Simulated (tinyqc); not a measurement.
Sampled drift against the exact one: kinetic Monte Carlo and master equation for a particle on a ring of sites with traps and bias. Computed by tinyqc, a small Python program. Command: `OMP_NUM_THREADS=1 python tinyqc.py 3003403 3003404 out.jsonl kmc walk`. One thread of a shared host (Intel(R) Xeon(R) Processor @ 2.30GHz), about 0.07 s of CPU time with the checks.

5 sites on a ring, numbered 1 to 5. The saddle between i and i+1 lies at E0 + s b_i and site i at s eps_i; a force F tilts the landscape, with the saddle half-way.

Inputs (values chosen for the exercise, for a model defect):

| quantity | value | unit |
|---|---|---|
| reference barrier E0 | 0.66 | eV |
| scale factor s of the disorder | 1 | - |
| attempt frequency nu | 2.3 | THz |
| temperature T | 510 | K |
| site spacing a | 2.4 | angstrom |
| force F along the ring | 0.015 | eV/angstrom |
| seed of the random numbers | 754852 | - |

Disorder: both.

site energies eps_i (eV): -0.041  0  0  0  0

saddle shifts b_i between sites i and i+1 (eV): 0.0069  0.023  0.054  -0.046  -0.0044

Constants: k_B = 8.617333262e-05 eV/K.

Method:
- Rates: k(i to i+1) = nu exp(-(E0 + s b_i - s eps_i - F a/2)/(k_B T)), k(i to i-1) = nu exp(-(E0 + s b_(i-1) - s eps_i + F a/2)/(k_B T)).
- Share right = k right/(k right + k left); mean stay = 1/(k right + k left).
- Master equation dP/dt = W P, W_(i+1,i) = k right, W_(i-1,i) = k left, columns summing to zero. The steady state is its null vector; drift v = a sum P_i (k right - k left). D = a^2 lambda''(0)/2, where lambda(q) is the leading eigenvalue of W with right hops weighted by exp(q) and left hops by exp(-q).
- The slowest relaxation rate is minus the real part of the next eigenvalue of W. 1 angstrom = 1e-8 cm.
- 400 independent walkers start on sites drawn with weights P_i (k right + k left), the steady shares of hops (random numbers not printed); the estimate is total displacement over total time, with its standard error from the spread between walkers.

occupations P_i: 0.387843  0.195408  0.225878  0.072235  0.118637

drift velocity v = 0.00709539 cm/s

Drift from sampling:

| hops per walker | estimate (cm/s) | standard error (cm/s) | deviation in standard errors |
|---|---|---|---|
| 10 | 0.0071335 | 3.7769e-04 | 0.10097 |
| 30 | 0.0071566 | 2.0294e-04 | 0.30175 |
| 100 | 0.0070578 | 1.2377e-04 | -0.30401 |
| 300 | 0.0071368 | 7.2361e-05 | 0.57189 |
| 1000 | 0.0071033 | 3.6954e-05 | 0.21508 |
| 3000 | 0.0071069 | 2.1823e-05 | 0.52631 |

What does the comparison show, and why?

The exact drift is 0.007095 cm/s. The standard error falls by a factor 3.35 from 100 to 1000 hops (sqrt10 = 3.16), and in the last row it is 0.31 % of the drift.

Extremes, crossings and ranges named in words are read from the listed rows.
